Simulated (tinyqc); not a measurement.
Inside a calculation: electrons shared among three sets of ellipsoidal valleys. Values are carried at full precision from step to step, so a last printed digit may differ when a step is redone from the rounded ones.

Constants: hbar^2/2m0 = 3.80998211 eV angstrom^2; kB = 8.617333262e-05 eV/K.

Inputs chosen for the exercise (masses and offsets near those of Ge; mobilities are free inputs, held fixed; shifted at random, so the results belong to these values and not to a real crystal):
- ml = (1.54, 0.041, 0.872) m0 (longitudinal masses of L, Gamma, Delta)
- mt = (0.0854, 0.041, 0.2) m0 (transverse masses)
- M = (4, 1, 6) (valleys in each set)
- T = 400 K
- dE = (0, 0.128, 0.172) eV (edges of L, Gamma, Delta above the first)
- n = 3e+17 1/cm^3 (total electron density)
- mu = (3600, 16000, 1100) cm^2/(V s) (mobility of each set)

## Masses of each set

One valley: m_d = (ml mt^2)^(1/3). Whole set: m_de = M^(2/3) m_d. Mean over three axes: 1/m_c = (1/ml + 2/mt)/3. Anisotropy K = ml/mt.

m_d, m_de, m_c (m0) and K of each set:

| set | m_d | m_de | m_c | K |
|---|---|---|---|---|
| L | 0.2239 | 0.5643 | 0.1246 | 18.03 |
| Gamma | 0.0410 | 0.0410 | 0.0410 | 1.00 |
| Delta | 0.3267 | 1.0788 | 0.2691 | 4.36 |

m_de/m_c is 4.53 for L, 1.00 for Gamma, 4.01 for Delta: many anisotropic valleys give many states at a light conductivity mass. m_c is the mean over three axes; a set that holds only some of the equivalent valleys conducts with a mass that depends on direction.

## Effective densities of states

N_i = M_i times N = 2 (m kB T/(4 pi c))^(3/2) with c = hbar^2/2m0, in 1/angstrom^3; times 1e24 for 1/cm^3, with m = (ml mt^2)^(1/3).

kT = 0.034469 eV

N_i (1/cm^3): L 1.6378e+19, Gamma 3.2074e+17, Delta 4.3293e+19

## Fermi level and populations

F_j(eta) = (1/Gamma(j + 1)) integral_0^infinity x^j dx/(1 + exp(x - eta)), which tends to exp(eta) for eta << 0.

Solve n = sum_i N_i F_1/2((EF - dE_i)/kT), energies from the edge of the first set.

EF = -0.1383 eV

eta_i: L -4.01, Gamma -7.73, Delta -9.00

n_i (1/cm^3): L 2.95e+17, Gamma 1.42e+14, Delta 5.33e+15

shares: L 0.9818, Gamma 0.0005, Delta 0.0178

L holds most electrons (98.2 %). Boltzmann weights N_i exp(-dE_i/kT) would give Gamma a share of 0.0005.

## Drift and Hall mobility of the mixture

With f_i the shares, mu_drift = sum f_i mu_i; low-field Hall mobility mu_H = sum f_i mu_i^2/mu_drift (scattering and anisotropy factors set to 1); the Hall density is n mu_drift/mu_H; rho = 1/(e n mu_drift), e = 1.602176634e-19 C.

mu_drift = 3561 cm^2/(V s)
mu_H = 3613 cm^2/(V s)
Hall density = 2.96e+17 1/cm^3
rho = 0.00584 ohm cm

A Hall measurement would read 98.6 % of the true density.

## Checks

- Share of Gamma at n = 1e10 1/cm^3 against the Boltzmann weight: both 0.0004691.

Program tinyqc; command `OMP_NUM_THREADS=1 python tinyqc.py 1652496 1652497 out.jsonl`; about 0.01 s on one thread of a shared Intel(R) Xeon(R) Processor @ 2.30GHz.
